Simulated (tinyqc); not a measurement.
Cyclotron resonance of ellipsoidal valleys, Ge type, step by step. Values are carried at full precision from step to step, so a last printed digit may differ when a step is redone from the rounded ones.

Valleys along [111], [-111], [1-11], [11-1], mass ml along the axis and mt across it. B lies in the (1-10) plane, b = (sin(theta)/sqrt2, sin(theta)/sqrt2, cos(theta)). For the angle phi between B and the axis, 1/mc^2 = cos^2(phi)/mt^2 + sin^2(phi)/(mt ml). Resonance: h nu = 2 muB B/mc, h = 2 pi hbar.

Constants: hbar = 6.58211957e-16 eV s; muB = 5.788381798e-05 eV/T.

Values chosen for the exercise (near those of Ge; shifted at random, so the results belong to these values and not to a real crystal):
- theta = 36 degrees (angle of B from [001] towards [110])
- ml = 1.558 m0 (longitudinal mass)
- mt = 0.08 m0 (transverse mass)
- nu = 9.4 GHz (microwave frequency)
- tau = 13 ps (scattering time)

## Angles to the valley axes

Give b and cos^2(phi) for each axis.

b: [0.4156, 0.4156, 0.8090]

cos^2(phi): [111] 0.8968, [-111] 0.2182, [1-11] 0.2182, [11-1] 0.0002

## Cyclotron masses and resonance fields

For each axis, mc and B = h nu mc/(2 muB).

Resonances:
```
axis    mc (m0)   B (T)
[111]    0.0842  0.0283
[-111]   0.1574  0.0529
[1-11]   0.1574  0.0529
[11-1]   0.3525  0.1184
```

3 distinct masses appear; the limits are mt = 0.08 (B along the axis) and sqrt(ml mt) = 0.3530 (B across it).

## The same from the mass tensor

For the valley along [11-1]: M = mt 1 + (ml - mt) a a^T, and mc^2 = det M/(b M b).

M (m0), rows x, y, z and columns alike:
```
[[0.5727, 0.4927, -0.4927],
 [0.4927, 0.5727, -0.4927],
 [-0.4927, -0.4927, 0.5727]]
```

det M = 0.0099712
b M b = 0.0802
mc = 0.3525 m0

## Line shape

For linear polarisation and one isotropic mass the absorbed power goes as P = [1 + (w^2 + wc^2) tau^2]/([1 + (wc^2 - w^2) tau^2]^2 + 4 w^2 tau^2), w = 2 pi nu. List it for wc/w = 0, 0.5, 0.8, 0.9, 1, 1.1, 1.2, 1.5 and 2, which is B over the resonance field.

w tau = 0.768

Power:
```
wc/w       P
0.0   0.6291
0.5   0.6507
0.8   0.6603
0.9   0.6569
1.0   0.6489
1.1   0.6360
1.2   0.6182
1.5   0.5425
2.0   0.3939
```

The largest listed value lies at wc/w = 0.8, 1.0 times the zero-field value. With w tau below 1 there is no resolved resonance.

## Checks

- Rotation frequency of dv/dt = -M^-1 (v x b) for the valley along [11-1], in units of e B/m0, against 1/mc: both 2.8368.

Program tinyqc; command `OMP_NUM_THREADS=1 python tinyqc.py 1281485 1281486 out.jsonl`; about 0.01 s on one thread of a shared Intel(R) Xeon(R) Processor @ 2.30GHz.
